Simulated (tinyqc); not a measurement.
X-ray reflectivity of a thin film on silicon: critical angles, Parratt recursion, fringes and roughness: one step, computed by the program tinyqc.

n = 1 - delta + i beta; the classical electron radius is r_e = 2.8179403e-6 nm. Layer 0 is vacuum, 1 the film, 2 the substrate.

Problem. Optical constants. delta = r_e lambda^2 rho_e/(2 pi), rho_e = density x electrons per mass x N_A; critical angle sqrt(2 delta), q_c = 4 sqrt(pi r_e rho_e).

Inputs (values chosen for the exercise, modelled on TiN on silicon, copper K-alpha radiation):
```
quantity                                        value    unit
wavelength lambda                             0.15406      nm
film density rho                                 5.37  g/cm^3
effective electrons per unit mass, film         0.471   mol/g
beta/delta, film                                0.077       -
substrate density                                2.33  g/cm^3
effective electrons per unit mass, substrate    0.507   mol/g
beta/delta, substrate                           0.023       -
```

Constants: N_A = 6.02214076e+23 1/mol.

Give: the table «Constants» with the columns rho_e (1/nm^3), delta, beta, critical angle (degrees), q_c (1/nm), for layer = film, substrate.

Solution.

Constants:
```
layer      rho_e (1/nm^3)       delta        beta  critical angle (degrees)  q_c (1/nm)
film               1523.2  1.6214e-05  1.2484e-06                   0.32627     0.46449
substrate           711.4  7.5726e-06  1.7417e-07                   0.22298     0.31744
```
